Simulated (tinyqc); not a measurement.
Thermodynamics of metal silicides: hull, first phase, silicon consumed, nucleation and stability against SiO2: one step, computed by the program tinyqc.

Entropies of formation of the solids are neglected, so heats stand for free energies. Si fractions: M2Si 0.3333, MSi 0.5000, MSi2 0.6667.

Question. First phase. Effective heat of formation: at the interface the mixture has the Si fraction x_e; the limiting element scales the heat, H_eff = H x_e/x if x_e < x, H (1 - x_e)/(1 - x) otherwise. The rule names the most negative as the first phase; its restriction to congruently melting phases is left out here.

Inputs (values chosen for the exercise, of the order of those of cobalt silicides for heats and volumes only):

| quantity | value | unit |
|---|---|---|
| heat of formation of M2Si | -38.5 | kJ/mol atoms |
| heat of formation of MSi | -47.1 | kJ/mol atoms |
| heat of formation of MSi2 | -33.9 | kJ/mol atoms |
| Si fraction x_e at the lowest liquidus | 0.59 | - |

Phases: M2Si, MSi, MSi2.

Give: H_eff; most negative H_eff.

Answer.

H_eff (kJ/mol atoms): M2Si -23.6775, MSi -38.6220, MSi2 -30.0015

most negative H_eff = -38.622 kJ/mol atoms

The rule picks MSi, ahead of MSi2 by 8.6 kJ/mol. The rule is empirical and ignores nucleation barriers.
